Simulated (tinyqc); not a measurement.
Thermal boundary conductance by the acoustic and diffuse mismatch models: one step, computed by the program tinyqc. Command: `OMP_NUM_THREADS=1 python tinyqc.py 3016533 3016534 out.jsonl kapitza walk`. One thread of a shared host (Intel(R) Xeon(R) Processor @ 2.30GHz), about 0.01 s of CPU time with the checks.

Each side has one longitudinal and two transverse Debye branches, omega = v q up to q_D = (6 pi^2 n)^(1/3), with n counting all atoms. Scattering at the interface is elastic. Electrons are left out of G, also for metals. Melting is ignored. G refers to the temperatures of the phonons sent towards the interface. Linear branches over all atoms overstate G at high T, most for crystals with several atoms a cell.

Problem. Acoustic mismatch: transmission of each branch. No mode conversion. t(theta) = 4 Z_1 Z_2 cos(theta_1) cos(theta_2)/N^2, with N = Z_2 cos(theta_1) + Z_1 cos(theta_2) for L (the form for pressure waves) and N = Z_1 cos(theta_1) + Z_2 cos(theta_2) for both T branches (the form for shear waves polarised along the interface); sin(theta_2) = (v_2/v_1) sin(theta_1), and t = 0 beyond the critical angle arcsin(v_1/v_2); the mean over the incoming flux is alpha = 2 int t sin(theta_1) cos(theta_1) d theta_1 (64 Gauss-Legendre points).

Structure: superlattice.

Branches:
```
branch     v (m/s)  cut-off (K)  Z (1e6 kg/(m^2 s))
L, side 1     5170     540.5009             26.7806
T, side 1     3070     320.9551             15.9026
L, side 2     3450     402.3344             67.6200
T, side 2     1280     149.2719             25.0880
```

Give: Transmission.

Solution.

Transmission:
```
branch  t at normal incidence  largest angle from side 1 (deg)  alpha, 1 to 2  alpha, 2 to 1
L                     0.81284                               90        0.89020        0.39641
T                     0.94979                               90        0.81032        0.14086
```

For L waves from side 1 no critical angle exists, and the mean 0.89 stays near the normal-incidence 0.81. For T waves from side 1 no critical angle exists; the mean is 0.81 against 0.95 at normal incidence.
